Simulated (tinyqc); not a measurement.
Defect equilibria of an oxide against oxygen pressure (mass action): one step, computed by the program tinyqc.

Defects: oxygen vacancies V (charge +2), electrons n, holes p, the ionic partner X = O_i'' (charge -2). Activities are taken equal to concentrations.

Problem. Equilibrium constants. K_r = K_r0 exp(-H_r/k_B T) = [V] n^2 P^(1/2); K_i = N_c N_v exp(-E_g/k_B T) = n p; K_s = K_s0 exp(-H_s/k_B T) = [X] [V].

Inputs (values chosen for the exercise, for a model oxide):
```
quantity                  value             unit
reduction enthalpy H_r     3.28               eV
prefactor K_r0          2.3e+68  cm^-9 atm^(1/2)
gap E_g                    3.24               eV
prefactor N_c N_v       1.4e+41            cm^-6
disorder enthalpy H_s       4.2               eV
prefactor K_s0            2e+44            cm^-6
temperature T              1200                K
```

Ionic disorder: anion Frenkel. Dopant (singly charged, fully ionised): none.

Constants: k_B = 8.617333262e-05 eV/K.

Give: K_r; K_i; K_s.

Solution.

K_r = 3.858e+54 cm^-9 atm^(1/2)

K_i = 3.457e+27 cm^-6

K_s = 4.590e+26 cm^-6
